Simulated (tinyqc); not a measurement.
Worked calculation: ion implantation: universal nuclear stopping, Lindhard-Scharff electronic stopping and a Gaussian range profile. Computed by tinyqc, a small Python program that keeps every step. Command: `OMP_NUM_THREADS=1 python tinyqc.py 3002978 3002979 out.jsonl implant walk`. One thread of a shared host (Intel(R) Xeon(R) Processor @ 2.30GHz), about 0.05 s of CPU time with the checks. Intermediate numbers are printed to about 5 digits and carried at full precision; extremes and crossings named in words are read from the listed rows.

An ion slows by elastic collisions with screened nuclei and by friction with electrons; channelling is ignored and the target is uniform.

Inputs (values chosen for the exercise, modelled on carbon ions in silicon): ion atomic number Z1 = 6; ion mass M1 = 12 u; target atomic number Z2 = 14; target mass M2 = 28.09 u; target density N = 49.94 1/nm^3; ion energy E = 55 keV; scale factor of electronic stopping k = 1.3; dose Q = 2.4e+15 1/cm^2; background C_B = 3.3e+16 1/cm^3; displacement energy E_d = 15 eV; tilt angle = 45 degrees; screen thickness d = 16 nm.

Follow-up: tilt and screen oxide.

## Stopping at the entry energy

Reduced energy eps = 32.53 M2 E/(Z1 Z2 (M1 + M2)(Z1^0.23 + Z2^0.23)), E in keV; s_n = ln(1 + 1.1383 eps)/(2 (eps + 0.01321 eps^0.21226 + 0.19593 eps^0.5)) for eps up to 30 and ln(eps)/(2 eps) above; S_n = 8.462 Z1 Z2 M1 s_n/((M1 + M2)(Z1^0.23 + Z2^0.23)) in 1e-15 eV cm^2. S_e = k 3.83 Z1^(7/6) Z2/(Z1^(2/3) + Z2^(2/3))^(3/2) sqrt(E/M1) in 1e-15 eV cm^2, E in keV. dE/dx = N (S_n + S_e); 1e-15 eV cm^2 = 0.1 eV nm^2.

reduced energy eps = 4.4617

s_n = 0.18440

S_n = 11.729 x 1e-15 eV cm^2

S_e = 43.891 x 1e-15 eV cm^2

energy loss dE/dx = 277.77 eV/nm

Electronic stopping carries 79 % of the loss at entry.

## Range and straggle

Path length R = int_0^E dE'/(N (S_n + S_e)); energy lost to nuclei nu = int_0^E S_n/(S_n + S_e) dE' (both with E' = E y^3 and 64 Gauss-Legendre points in y). Estimates of Lindhard type: R_p = R/(1 + M2/(3 M1)), straggle dR_p = (2/3) R_p sqrt(M1 M2)/(M1 + M2).

path length R = 252.86 nm

projected range R_p = 142.03 nm

straggle dR_p = 43.364 nm

energy lost to nuclei nu = 21.047 keV

38 % of the energy goes to nuclei over the whole path. Caution: the estimates of R_p and dR_p assume mainly nuclear stopping and an ion not much lighter than the target; here they are rough, and for light ions in heavy targets the straggle can be low by a factor of two or more.

## Gaussian profile

C(x) = C_p exp(-(x - R_p)^2/(2 dR_p^2)) with C_p = Q/(sqrt(2 pi) dR_p), 1 nm = 1e-7 cm; the profile falls to the background at x_j = R_p + dR_p sqrt(2 ln(C_p/C_B)); the peak atomic fraction is C_p/N.

peak concentration C_p = 2.2080e+20 1/cm^3

Depth x_j where C falls to C_B = 324.04 nm

peak atomic fraction = 0.0044213

## Damage

Kinchin-Pease count with efficiency 0.8: N_d = 0.8 nu/(2 E_d), taking all of nu as damage energy (an upper estimate, as recoils also lose energy to electrons). Spread over a depth R_p + dR_p, displacements per atom = Q N_d/(N (R_p + dR_p)).

displacements per ion N_d = 561.26

displacements per atom = 1.4549

One displacement per atom would need a dose of 1.6e15 per cm^2 if no defects annealed. Caution: above a few tenths of a displacement per atom cascades overlap, so the count overstates new damage; heavy ions turn silicon and germanium amorphous at such levels, while light ions such as boron and metal targets anneal much of the damage.

## Tilt and screen

Depths scale with cos(tilt): R_p cos and dR_p cos (lateral straggle ignored); the screen stops like the target. Fraction in the substrate = (1/2) erfc((d - R_p cos)/(sqrt2 dR_p cos)); peak depth below the screen = R_p cos - d.

fraction in the substrate = 0.99705

peak depth below the screen = 84.432 nm

0.29 % of the dose does not reach the substrate.

## Nuclear against electronic stopping over energy

The formulas are those given above.

Stopping (1e-15 eV cm^2) and range:
```
E (keV)         eps     S_n     S_e  R (nm)     nu/E
1        8.1122e-02  19.416    5.92    12.7  0.80108
2        1.6224e-01  21.548    8.37    19.9  0.77157
5        4.0561e-01  22.304   13.23    38.1  0.71090
10       8.1122e-01  20.796   18.72    64.6  0.64222
20       1.6224e+00  17.637   26.47   112.4  0.54983
50       4.0561e+00  12.283   41.85   234.6  0.39907
100      8.1122e+00   8.511   59.18   399.1  0.28327
200      1.6224e+01   5.542   83.70   654.4  0.18530
500      4.0561e+01   2.903  132.34  1189.8  0.09552
```

Nuclear stopping peaks near 5 keV among these rows (eps = 0.41; the universal curve peaks near 0.3). Electronic stopping overtakes it between 10 and 20 keV. The path length grows as E^0.65 at the low end and E^0.65 at the high end; constant stopping would give E^1, and stopping that rises with E, be it nuclear (below its peak) or electronic, gives a lower exponent.

Checks made by the program: range against adaptive quadrature (relative difference 1e-06).
